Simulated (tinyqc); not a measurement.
## Threshold-voltage variability of a planar MOSFET, analytic estimates: effect of the gate width

Three independent sources add in quadrature: random dopants in the depleted layer, metal-gate grains of two orientations, and roughness of the two gate edges acting through the roll-off VT = VT(long) - Vr exp(-L/l). These are first-order estimates: no three-dimensional electrostatics, no percolation.

ni = sqrt(Nc Nv) exp(-Eg/(2 Vt)), Eg in volts; Cox = 3.9 eps0/ti; Wd = sqrt(4 eps0 eps_r Vt ln(Na/ni)/(q Na)); dopants: s1 = (q/Cox) sqrt(Na Wd/(3 L W)). Grains: Ng = L W/G^2 (at least 1), s2 = dW sqrt(p (1 - p)/Ng). Edges, with exponential correlation and u = W/La: the mean gate length has sL^2 = 2 De^2 (2/u)[1 - (1 - exp(-u))/u]; s3 = sL (Vr/l) exp(-L/l). s = sqrt(s1^2 + s2^2 + s3^2). l and Vr are held fixed.

Parameters, values chosen for the exercise; material values close to those of silicon:
- T = 300 K (temperature)
- Eg = 1.12 eV (band gap)
- eps_r = 11.5 (relative permittivity of the semiconductor)
- Nc = 2.79e19 cm^-3 (conduction-band density of states at T)
- Nv = 2.66e19 cm^-3 (valence-band density of states at T)
- Na = 4e17 cm^-3 (channel doping)
- ti = 1.1 nm (oxide-equivalent thickness in inversion)
- L = 20 nm (gate length)
- G = 4 nm (metal grain size)
- dW = 0.3 eV (work-function difference of the two grain orientations)
- p = 0.6 (share of the orientation of higher work function)
- De = 0.8 nm (rms roughness of one gate edge)
- La = 15 nm (correlation length of the roughness)
- l = 4.3 nm (decay length of the threshold roll-off)
- Vr = 2.8 V (prefactor of the roll-off)

Constants: q = 1.602176634e-19 C, kB = 1.380649e-23 J/K, Vt = kB T/q, eps0 = 8.8541878128e-14 F/cm where lengths are in cm. Results are converted to the units shown.

Result of one run:
```
s1 (mV)  s2 (mV)  s3 (mV)  s (mV)  s sqrt(L W) (mV um)
4.1880    5.7100   1.6501  7.2709              0.74858
```

Which gate width W gave this result: 29, 47, 330 or 530 nm?

W = 530 nm.

The whole series:
```
W (nm)  s1 (mV)  s2 (mV)  s3 (mV)  s (mV)  s sqrt(L W) (mV um)
29       17.904   24.410   5.3436  30.740              0.74032
47       14.064   19.174   4.6854  24.236              0.74307
76       11.060   15.079   3.9634  19.115              0.74525
120      8.8014   12.000   3.2908  15.241              0.74666
200      6.8175   9.2952   2.6208  11.821              0.74766
330      5.3074   7.2363   2.0726  9.2102              0.74824
530      4.1880   5.7100   1.6501  7.2709              0.74858
860      3.2877   4.4825   1.3026  5.7095              0.74880
```

As W goes from 29 to 860 nm, s falls from 30.7 to 5.71 mV. The grains are the largest source in the first and the last row. The product s sqrt(L W) rises from 0.740 to 0.749 mV um: s1 and s2 go as 1/sqrt(L W), so the change comes from s3 alone. In every row the depletion depth exceeds L, so source and drain share much of the charge and s1 is rough.

tinyqc, about 0.01 s, one thread, Intel Xeon 2.30GHz (shared host): `OMP_NUM_THREADS=1 python tinyqc.py 2090158 2090159 out.jsonl`
